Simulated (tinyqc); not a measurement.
Worked calculation: nudged elastic band on a two-dimensional model surface. Computed by tinyqc, a small Python program that keeps every step. Command: `OMP_NUM_THREADS=1 python tinyqc.py 3013436 3013437 out.jsonl neb walk`. One thread of a shared host (Intel(R) Xeon(R) Processor @ 2.30GHz), about 0.2 s of CPU time with the checks. Intermediate numbers are printed to about 7 digits and carried at full precision; extremes and crossings named in words are read from the listed rows.

V(x, y) = -A (cos kx + cos ky) - B cos kx cos ky + (C sin ky + S sin kx)(1 - cos kx), k = 2 pi/a; the atom hops from the minimum at (0, 0) to that at (a, 0).

Inputs (values chosen for the exercise, for a model surface): amplitude A = 0.42 eV; amplitude B = -0.11 eV; skew C = 0.17 eV; asymmetry S = -0.093 eV; period a = 3.2 angstrom; movable images n = 7; spring constant k_s = 0.83 eV/angstrom^2; step factor eta = 0.12 angstrom^2/eV; iteration cap = 600.

Surface: adatom on a square lattice. Climbing image: on.

## Stationary points

Newton steps x(new) = x - H^-1 grad V (moves limited to 0.3 angstrom) from (0, 0), (a, 0) and (a/2, 0) give the two minima and the saddle.

positions (angstrom), rows start, end, saddle, columns x, y:
```
[[0.000000, 0.000000],
 [3.200000, 0.000000],
 [1.876954, -0.280300]]
```

energies (eV): start -0.7300000, end -0.7300000, saddle -0.1544981

barrier from the start = 0.5755019 eV

## Straight-line start

Images are spaced evenly on the line between the minima.

images at the start (angstrom), rows image 1, image 2, image 3, image 4, image 5, image 6, image 7, columns x, y:
```
[[0.4, 0.0],
 [0.8, 0.0],
 [1.2, 0.0],
 [1.6, 0.0],
 [2.0, 0.0],
 [2.4, 0.0],
 [2.8, 0.0]]
```

energies above the start (eV): [0.0715360, 0.2170000, 0.4169422, 0.6200000, 0.6414640, 0.4030000, 0.1100578]

The highest image lies +0.0660 eV from the true barrier.

## Iteration 1

Tangent at image i: towards the higher neighbour if the energies rise or fall through i; at a maximum or minimum, tau = t+ dmax + t- dmin if V(i+1) > V(i-1), else t+ dmin + t- dmax, with t+ = R(i+1) - R(i), t- = R(i) - R(i-1) and dmax, dmin the larger and smaller of |V(i+1) - V(i)| and |V(i-1) - V(i)|; then normalise. Force F = -grad V + (grad V.tau) tau + k_s (|t+| - |t-|) tau. With a climbing image, the highest image feels instead F = -grad V + 2 (grad V.tau) tau and no spring. Update R(new) = R + eta F; the end points stay fixed.

unit tangents, rows image 1, image 2, image 3, image 4, image 5, image 6, image 7, columns x, y:
```
[[1, 0],
 [1, 0],
 [1, 0],
 [1, 0],
 [1, 0],
 [1, 0],
 [1, 0]]
```

forces (eV/angstrom), rows image 1, image 2, image 3, image 4, image 5, image 6, image 7, columns x, y:
```
[[0.0000000, -0.0977661],
 [0.0000000, -0.3337942],
 [0.0000000, -0.5698224],
 [0.0000000, -0.6675884],
 [-0.3012830, -0.5698224],
 [0.0000000, -0.3337942],
 [0.0000000, -0.0977661]]
```

images after iteration 1 (angstrom), rows image 1, image 2, image 3, image 4, image 5, image 6, image 7, columns x, y:
```
[[0.400000, -0.011732],
 [0.800000, -0.040055],
 [1.200000, -0.068379],
 [1.600000, -0.080111],
 [1.963846, -0.068379],
 [2.400000, -0.040055],
 [2.800000, -0.011732]]
```

## Iteration 2

The formulas are those given above.

unit tangents, rows image 1, image 2, image 3, image 4, image 5, image 6, image 7, columns x, y:
```
[[0.9975025, -0.0706316],
 [0.9975025, -0.0706316],
 [0.9995702, -0.0293172],
 [0.9994806, 0.0322275],
 [0.9992681, 0.0382521],
 [0.9978981, 0.0648025],
 [0.9975025, 0.0706316]]
```

forces (eV/angstrom), rows image 1, image 2, image 3, image 4, image 5, image 6, image 7, columns x, y:
```
[[-0.0065852, -0.1027479],
 [-0.0208780, -0.2948523],
 [-0.0138573, -0.4489803],
 [-0.0143702, -0.4850169],
 [-0.1721089, -0.4629774],
 [-0.0093319, -0.3183022],
 [0.0078735, -0.1209424]]
```

images after iteration 2 (angstrom), rows image 1, image 2, image 3, image 4, image 5, image 6, image 7, columns x, y:
```
[[0.399210, -0.024062],
 [0.797495, -0.075438],
 [1.198337, -0.122256],
 [1.598276, -0.138313],
 [1.943193, -0.123936],
 [2.398880, -0.078252],
 [2.800945, -0.026245]]
```

## All iterations

Start on the straight line; stop when the largest force is below 1e-4 or above 1e6 eV/angstrom.

Course of the band:
```
iteration  highest image (eV)  largest force (eV/angstrom)
1                   0.6414640                 6.675884e-01
2                   0.6157420                 4.939327e-01
3                   0.5975570                 3.697562e-01
4                   0.5869284                 2.736469e-01
5                   0.5811991                 2.015722e-01
6                   0.5782453                 1.527667e-01
7                   0.5767699                 1.210102e-01
8                   0.5760544                 9.579407e-02
9                   0.5757191                 7.628485e-02
...                       ...                          ...
139                 0.5755019                 1.320442e-04
140                 0.5755019                 1.270161e-04
141                 0.5755019                 1.221795e-04
142                 0.5755019                 1.175270e-04
143                 0.5755019                 1.130517e-04
144                 0.5755019                 1.087468e-04
145                 0.5755019                 1.046058e-04
146                 0.5755019                 1.006225e-04
147                 0.5755019                 9.679089e-05
```

Band at the end:
```
image  x (angstrom)  y (angstrom)     E (eV)
0          0.000000     0.0000000  0.0000000
1          0.365864    -0.1111951  0.0603869
2          0.736025    -0.2068365  0.1647516
3          1.113355    -0.2676563  0.2998809
4          1.494988    -0.2862190  0.4776567
5          1.876954    -0.2803000  0.5755019
6          2.328889    -0.2420292  0.4176857
7          2.774303    -0.1564991  0.1241393
8          3.200000     0.0000000  0.0000000
```

energy of the highest image = 0.5755019 eV

iterations = 147

largest force at the end = 9.679089e-05 eV/angstrom

Converged in 147 iterations. The climbing image sits on the saddle, so its energy is the barrier.

## Plain band against climbing image

Images are counted without the end points, and convergence is judged on the largest force on an image. Each run starts on the straight line with the same k_s and eta, for at most 1500 iterations; errors are against the Newton saddle; a dash marks a run that did not reach 1e-4 eV/angstrom.

Error of the highest image (meV) and iterations:
```
images  plain, error  plain, iterations  climbing, error  climbing, iterations
2            -58.585                 37                0                    47
3            -54.688                 33                0                    49
4             -2.176                 34                0                    57
5            -54.472                 37                0                    76
6             -1.381                 58                0                    91
8             -6.858                 89                0                   144
10           -12.411                121                0                   203
```

The plain band underestimates the barrier by 1.38 to 58.59 meV, depending on how near an image falls to the saddle (worst for 2 images, best for 6). The climbing image is within about 0.001 meV in every converged run, so few images suffice for the barrier.

Checks made by the program: climbing image against the Newton saddle (relative difference below 1e-10).
